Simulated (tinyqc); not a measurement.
# Changing the modulation frequency f

Model: time-domain thermoreflectance: layered heat flow under a modulated pulse train, and what the signal ratio measures. Computed by tinyqc, a small Python program. Command: `OMP_NUM_THREADS=1 python tinyqc.py 3112499 3112500 out.jsonl tdtr sweep`. One thread of a shared host (Intel(R) Xeon(R) Processor @ 2.30GHz), about 0.2 s of CPU time with the checks.

Pulses repeat at 80 MHz; heat is laid down at the surface, all layers are isotropic.

Inputs (values chosen for the exercise, modelled on aluminium on GaAs):

| quantity | value | unit |
|---|---|---|
| metal thickness d | 86 | nm |
| metal conductivity | 150 | W/(m K) |
| metal heat capacity | 2.42 | MJ/(m^3 K) |
| boundary conductance G under the metal | 150 | MW/(m^2 K) |
| substrate conductivity kappa | 47.4 | W/(m K) |
| substrate heat capacity C | 1.73 | MJ/(m^3 K) |
| spot radius w (1/e^2, pump and probe) | 3.9 | micrometre |
| delay t | 360 | ps |

Stack: metal, substrate.

Method:
- Penetration depth sqrt(kappa/(pi f C)); effusivity sqrt(kappa C); cooling time of the metal d C_m/G; Kapitza length kappa/G.
- For radial wave number k and angular frequency W each layer has u = sqrt(4 pi^2 k^2 + i W C/kappa) and gamma = kappa u. Surface impedance from below: Z = 1/gamma for the substrate; a layer of thickness L maps Z to (Z + tanh(u L)/gamma)/(1 + gamma Z tanh(u L)); a boundary adds 1/G.
- Response per absorbed watt H(W) = 2 pi int_0^(2/w) Z(k, W) exp(-pi^2 k^2 w^2) k dk by 20 Gauss-Legendre points.
- Signal: X + iY = sum_(m = -M..M) H(2 pi (f + m f_r)) exp(i 2 pi m f_r t) exp(-pi (m/M)^2 x 4), f_r = 80 MHz, M = 4000, with H(-W) the complex conjugate of H(W); V_in = X, V_out = Y, ratio = -V_in/V_out.

One run for each value:

| modulation frequency f (MHz) | ratio -V_in/V_out | phase of H(2 pi f) (degrees) | penetration depth (micrometre) |
|---|---|---|---|
| 0.30 | 5.772 | -17.08 | 5.392 |
| 0.55 | 4.939 | -21.02 | 3.982 |
| 1.00 | 4.448 | -25.08 | 2.953 |
| 1.80 | 4.254 | -28.90 | 2.201 |
| 3.30 | 4.348 | -32.30 | 1.626 |
| 6.00 | 4.741 | -35.05 | 1.206 |
| 11.00 | 5.486 | -37.58 | 0.890 |
| 20.00 | 6.784 | -40.65 | 0.660 |

Describe the trends.

Over the rows, ratio -V_in/V_out goes from 5.77 through a minimum among these rows, 4.25 at 1.80, to 6.78; phase of H(2 pi f) (degrees) falls from -17.1 to -40.6 (exponent d ln y / d ln x 0.34 between the first rows and 0.13 between the last); penetration depth (micrometre) falls from 5.39 to 0.660 (exponent d ln y / d ln x about -0.50 throughout).

Extremes, crossings and ranges named in words are read from the listed rows.
